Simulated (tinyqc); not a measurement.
# From limit d_lim back to particle volume fraction f

Model: grain growth, pinning, strength and diffusional creep of a polycrystal or thin film. Computed by tinyqc, a small Python program. Command: `OMP_NUM_THREADS=1 python tinyqc.py 3020121 3020122 out.jsonl grain inv`. One thread of a shared host (Intel(R) Xeon(R) Processor @ 2.30GHz), about 0.01 s of CPU time with the checks.

One mean grain size d describes the structure.

Inputs (values chosen for the exercise, modelled on copper): mobility prefactor M0 = 3.4e-06 m^4/(J s); activation energy of boundary motion Q_m = 1.14 eV; anneal temperature T = 586 K; particle radius r = 9 nm.

Sample: bulk.

Constants: k_B = 8.617333262e-05 eV/K.

Method. M = M0 exp(-Q_m/(k_B T)). The driving pressure is 2 gamma/d. Zener pinning pressure 3 f gamma/(2 r) stops growth at d_Z = 4 r/(3 f). The limit is d_lim = d_Z.

Question. A run gave the result below. Find the particle volume fraction f, known to lie between 0.0001 and 0.00023.

limit d_lim = 67605.63 nm

Answer.

Each step takes the trial c = (a f_b - b f_a)/(f_b - f_a), f being the result less the target and a, b, c the logarithms of the listed values; c replaces end b, the old b replaces a if the sign of f changed, and otherwise f_a is halved.

Scan of the range:
```
particle volume fraction f  limit d_lim (nm)
1.00e-04                              120000
1.15e-04                              104348
1.32e-04                               90909
1.52e-04                               78947
1.74e-04                               68966
2.00e-04                               60000
2.30e-04                               52174
```

False position (Illinois rule, in the logarithm of the input) inside the bracket:
```
step        end a        end b        trial  limit d_lim (nm)
1     1.74000e-04  2.00000e-04  1.77715e-04           67524.0
2     1.74000e-04  1.77715e-04  1.77313e-04           67677.0
3     1.77715e-04  1.77313e-04  1.77500e-04           67605.6
4     1.77313e-04  1.77500e-04  1.77500e-04           67605.6
```

Limit d_lim falls at every point of a 13-point scan of the range (every second point is shown), so one value fits; it is bracketed by 1.74e-4 and 2.00e-4. The scan shows a pure power law with exponent -1.0000, so scaling from any one row also gives the answer directly. Answer: particle volume fraction f = 1.775e-4.
